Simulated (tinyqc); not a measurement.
Inside a calculation. Model: two-valley model of the transferred-electron effect. Computed by tinyqc, a small Python program that keeps every step. Command: `OMP_NUM_THREADS=1 python tinyqc.py 3007242 3007243 out.jsonl gunn walk`. One thread of a shared host (Intel(R) Xeon(R) Processor @ 2.30GHz), about 0.01 s of CPU time with the checks. Intermediate numbers are printed to about 7 digits and carried at full precision; extremes and crossings named in words are read from the listed rows.

Both kinds of valley share one electron temperature T_e, and each has a constant mobility.

Inputs (values chosen for the exercise, modelled on CdTe):
```
quantity,value,unit
central-valley mass m1,0.092,m_0
satellite-valley mass m2,0.31,m_0
satellite valleys Z,4,-
valley separation dE,0.52,eV
central-valley mobility mu1,1000,cm^2/(V s)
satellite-valley mobility mu2,81,cm^2/(V s)
energy relaxation time tau_E,0.8,ps
lattice temperature T,150,K
electric field F,8.7,kV/cm
mixing,0.05,-
iteration cap,600,-
doping n,4.8e+16,1/cm^3
device length L,6.3,micrometre
permittivity eps,10.2,-
```

Solver: damped fixed point.

Constants: k_B = 8.617333262e-05 eV/K; eps_0 = 8.8541878128e-12 F/m; e = 1.602176634e-19 C.

## Equilibrium

Density-of-states ratio R = Z (m2/m1)^(3/2); n2/n1 = R exp(-dE/(k_B T_e)); mean mobility mu = (mu1 + mu2 n2/n1)/(1 + n2/n1); energy balance e mu F^2 = (3/2) k_B (T_e - T)/tau_E; v = mu F.

R = 24.74120

n2/n1 without field = 8.359682e-17

low-field mobility = 1000 cm^2/(V s)

dE is 40.2 k_B T, so the satellites are empty without field.

## First two iterations

Fixed point from T_e = T: T_out = T + (2/3) e mu(T_e) F^2 tau_E/k_B, T_new = T_e + mixing (T_out - T_e); stop when |T_out - T_e| is below 1e-6 K.

T_out of iteration 1 = 618.4512 K

T_e after iteration 1 = 173.4226 K

mu at that T_e = 1000 cm^2/(V s)

T_e after iteration 2 = 195.6740 K

## Electron temperature

The formulas are those given above.

Course of the iteration:
```
iteration,T_e (K),mu (cm^2/(V s)),|T_out - T_e| (K)
1,150.0000,1000.000,4.684512e+02
2,173.4226,1000.000,4.450286e+02
3,195.6740,1000.000,4.227772e+02
4,216.8129,1000.000,4.016383e+02
5,236.8948,1000.000,3.815564e+02
6,255.9726,1000.000,3.624786e+02
7,274.0965,1000.000,3.443547e+02
...,...,...,...
381,617.8415,998.699,1.357003e-06
382,617.8415,998.699,1.288500e-06
383,617.8415,998.699,1.223455e-06
384,617.8415,998.699,1.161693e-06
385,617.8415,998.699,1.103050e-06
386,617.8415,998.699,1.047367e-06
387,617.8415,998.699,9.944940e-07
```

electron temperature T_e = 617.8415 K

Converged in 387 iterations.

## Velocity

The formulas are those given above.

share in the satellites = 0.1416209 %

mean mobility = 998.6985 cm^2/(V s)

drift velocity = 0.8688677 1e7 cm/s

## Peak, valley and negative differential mobility

Using T_e as the parameter, F(T_e) = sqrt(3 k_B (T_e - T)/(2 e mu tau_E)) and v = mu F; find the first maximum and the next minimum of v, and the most negative dv/dF between them.

threshold field = 17.58910 kV/cm

peak velocity = 1.251424 1e7 cm/s

T_e at the threshold = 1512.304 K

field of the velocity minimum = 42.39250 kV/cm

valley velocity = 1.162703 1e7 cm/s

peak-to-valley ratio = 1.076305

most negative differential mobility = -61.60122 cm^2/(V s)

At the threshold k_B T_e is dE/4.0. The field of this run lies below the threshold.

## Does a domain form?

Space charge grows at the rate n e |mu_d|/(eps eps_0) during the transit time L/v, with v the valley velocity; Kroemer's criterion asks n L > eps eps_0 v/(e |mu_d|). Transit frequency v/L.

critical n L = 1.063942e+12 1/cm^2

n L of the device = 3.024000e+13 1/cm^2

transit frequency = 18.45561 GHz

n L is 28.4 times the critical product: a domain can mature if the bias field lies in the region of negative slope.

## Velocity against field

The formulas are those given above.

The curve:
```
F (kV/cm),T_e (K),share in the satellites (%),v (1e7 cm/s),low-field line (1e7 cm/s)
0.87,154.685,2.826791e-14,0.087000,0.087
2.20,179.955,6.767548e-12,0.220000,0.220
4.30,264.436,3.040556e-07,0.430000,0.430
6.10,380.295,3.178542e-04,0.609998,0.610
8.70,617.842,1.416209e-01,0.868868,0.870
12.00,996.354,5.478694e+00,1.139581,1.200
17.00,1466.061,2.874999e+01,1.250839,1.700
26.00,2096.645,5.818500e+01,1.209728,2.600
44.00,3317.327,8.005013e+01,1.163093,4.400
87.00,7509.141,9.171979e+01,1.366728,8.700
```

v falls between 17 and 44 kV/cm, while the share in the slow valleys goes from 29 to 80 %: transfer outruns the rise of the field. With constant mobilities n2/n1 tends to R and v ends on the line (mu1 + R mu2) F/(1 + R), a mobility of 117; real satellites saturate instead. Rows with T_e above 3000 K lie outside the range of a Maxwellian in parabolic valleys.

Checks made by the program: field recovered from T_e by the energy balance (relative difference 1e-09).
